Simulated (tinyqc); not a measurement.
Bloch-Grueneisen resistivity of a metal. From one set of inputs to another, one input at a time. Computed by tinyqc, a small Python program. Command: `OMP_NUM_THREADS=1 python tinyqc.py 3011379 3011380 out.jsonl bg ladder`. One thread of a shared host (Intel(R) Xeon(R) Processor @ 2.30GHz), about 0.01 s of CPU time with the checks.

Electrons scatter from a Debye spectrum of phonons (n = 5 for scattering within one band, n = 3 for scattering into a second, heavy band) and from static defects.

The inputs printed are set A. Set A is modelled on nickel; the values taken over come from a set modelled on platinum. Inputs not listed in the table keep their values of set A, so the rows need not describe a real material.

Inputs (values chosen for the exercise, modelled on nickel): exponent n = 3; Debye temperature Theta = 397 K; transport coupling lambda_tr = 0.21; Drude plasma energy hbar w_p = 5.9 eV; residual resistivity rho_0 = 0.03 microohm cm; temperature T = 200 K; coefficient A of T^2 = 0.79 picoohm cm/K^2.

Addition: T^2 term.

Constants: k_B = 1.380649e-23 J/K; hbar = 1.054571817e-34 J s; eps_0 = 8.8541878128e-12 F/m; hbar = 6.582119569e-16 eV s; k_B = 8.617333262e-05 eV/K.

Method:
- rho_ph = (n - 1) rho_1 (T/Theta)^n J_n(Theta/T), with rho_1 = 2 pi lambda_tr k_B Theta/(hbar eps_0 w_p^2), the high-temperature line at T = Theta.
- J_n(y) = int_0^y x^n e^x/(e^x - 1)^2 dx, by 96 Gauss-Legendre points (upper limit at most 60).
- rho = rho_0 + A T^2 + rho_ph.
- Temperature coefficient (1/rho) d rho/dT by a central difference of +/- 0.5 K; residual ratio rho(295 K)/rho(4.2 K); scattering time tau = 1/(eps_0 w_p^2 rho); Wiedemann-Franz kappa = L_0 T/rho, L_0 = (pi^2/3)(k_B/e)^2.

Each row keeps all changes above it:
```
input moved                               from    to  resistivity rho (microohm cm)  residual resistance ratio  phonon resistivity rho_ph (microohm cm)
set A                                        -     -                           4.21                      223.7                                     4.15
transport coupling lambda_tr              0.21  0.48                           9.55                      503.7                                     9.49
Debye temperature Theta (K)                397   212                          10.66                      514.6                                    10.60
temperature T (K)                          200    20                           0.17                      514.6                                     0.14
residual resistivity rho_0 (microohm cm)  0.03  0.49                           0.63                       33.8                                     0.14
coefficient A of T^2 (picoohm cm/K^2)     0.79   3.5                           0.63                       34.2                                     0.14
Drude plasma energy hbar w_p (eV)          5.9   7.1                           0.59                       24.2                                     0.10
```

Where does the difference come from?

Resistivity rho goes from 4.21 to 0.589, a factor 0.140 in all. The largest single move comes from temperature T (a factor 0.0161), and residual resistivity rho_0 works against it (a factor 3.67). Residual resistance ratio goes from 224 to 24.2, a factor 0.108 in all. The largest single move comes from residual resistivity rho_0 (a factor 0.0656), and transport coupling lambda_tr works against it (a factor 2.25). Phonon resistivity rho_ph goes from 4.15 to 0.0979, a factor 0.0236 in all. The largest single move comes from temperature T (a factor 0.0134), and transport coupling lambda_tr works against it (a factor 2.29). The single moves hold for this order of the switches; the total does not depend on the order.

Caution (rows set A, transport coupling lambda_tr, temperature T): below about Theta/2 small-angle phonon scattering degrades heat flow more than charge flow, so a thermal conductivity taken from rho by the Wiedemann-Franz law would be too high.

Extremes, crossings and ranges named in words are read from the listed rows.
